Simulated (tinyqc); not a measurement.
Gate sweep: ballistic transport through the one-dimensional subbands of a rectangular nanowire or nanosheet channel. Computed by tinyqc, a small Python program. Command: `OMP_NUM_THREADS=1 python tinyqc.py 3027919 3027920 out.jsonl wire walk`. One thread of a shared host (Intel(R) Xeon(R) Processor @ 2.30GHz), about 0.03 s of CPU time with the checks.

Hard walls, parabolic subbands, transport along x. Energies are counted from the bulk conduction band edge at the top of the barrier, which the gate pulls down by U; the source Fermi level lies at the bulk edge when U = 0.

Inputs (values chosen for the exercise, modelled on silicon): light mass m_t = 0.19 m_0; heavy mass m_l = 0.926 m_0; height a = 3.1 nm; width b = 5.3 nm; equivalent oxide thickness t = 0.73 nm; drain voltage V_D = 0.05 V; temperature T = 150 K.

Valleys: silicon [100] wire.

Constants: hbar^2/(2 m_0) = 3.80998212 eV angstrom^2; k_B = 8.617333262e-05 eV/K; m_0 = 9.1093837015e-31 kg; k_B = 1.380649e-23 J/K; hbar = 1.054571817e-34 J s; eps_0 = 8.8541878128e-12 F/m; e = 1.602176634e-19 C; h = 6.62607015e-34 J s.

Method:
- E_pq = (hbar^2 pi^2/2)(p^2/(m_y b^2) + q^2/(m_z a^2)); valley pairs: (m_x, m_y, m_z) = (m_t, m_t, m_l), (m_t, m_l, m_t), (m_l, m_t, m_t), each with degeneracy g = 2; the 10 lowest subbands are kept.
- F_j(eta) = (1/Gamma(j + 1)) int_0^infinity x^j/(1 + exp(x - eta)) dx, F_0 = ln(1 + exp(eta)). Integrals over x = E/(k_B T) use 160 Gauss-Legendre points in u = sqrt(x) from 0 to sqrt(max(eta, 0) + 32).
- With degeneracy g = 2, eta_i = (U - E_i)/(k_B T) and u = e V_D/(k_B T): line density n = sum_i g sqrt(2 m_x k_B T/pi)/(2 hbar) [F_-1/2(eta_i) + F_-1/2(eta_i - u)]; gate: e n = C_ox (V_G - U/e), C_ox = 3.9 eps_0 2 (a + b)/t (flat-plate estimate); I = (2 e k_B T/h) sum_i g [F_0(eta_i) - F_0(eta_i - u)].
- Open modes are sum_i g/(1 + exp(-eta_i)). The last column is e dn/dV_G over C_ox, taken up to the next row.

Subbands:
```
valley axis  p  q  E (meV)  m_x (m_0)
z            1  1  112.712      0.190
y            1  1  220.399      0.190
z            1  2  239.480      0.190
y            2  1  263.768      0.190
x            1  1  276.398      0.926
z            2  1  324.080      0.190
y            3  1  336.050      0.190
y            4  1  437.245      0.190
z            1  3  450.760      0.190
z            2  2  450.848      0.190
```

Against the gate voltage:
```
V_G (V)  U (meV)    n (1/nm)  I (microampere)  open modes    C_g/C_ox
-0.190   -190.00  9.8746e-12       1.3243e-10  1.3505e-10  5.5807e-08
-0.087    -87.00  2.8521e-08       3.8250e-07  3.9007e-07  5.1237e-04
0.033      32.94  3.0500e-04       4.0919e-03  4.1686e-03  2.5859e-01
0.160     127.10  1.6320e-01       2.6767e+00  1.5072e+00  5.7746e-01
0.260     169.35  4.4962e-01       6.8816e+00  2.0238e+00  6.4511e-01
0.390     215.49  8.6560e-01       9.0794e+00  3.1470e+00  7.6064e-01
0.530     249.00  1.3938e+00       1.4980e+01  5.8615e+00  8.4419e-01
0.690     273.93  2.0638e+00       2.2805e+01  8.1738e+00  8.8106e-01
0.860     294.15  2.8067e+00       2.9721e+01  9.6413e+00  8.9512e-01
1.100     319.32  3.8722e+00       3.7092e+01  1.1147e+01           -
```

What does the comparison show, and why?

Between the first two rows the current rises one decade per 30 mV, against the limit ln(10) k_B T/e = 30 mV. Above threshold C_g/C_ox lies between 0.58 and 0.90: the quantum capacitance in series costs a visible part.

Extremes, crossings and ranges named in words are read from the listed rows.
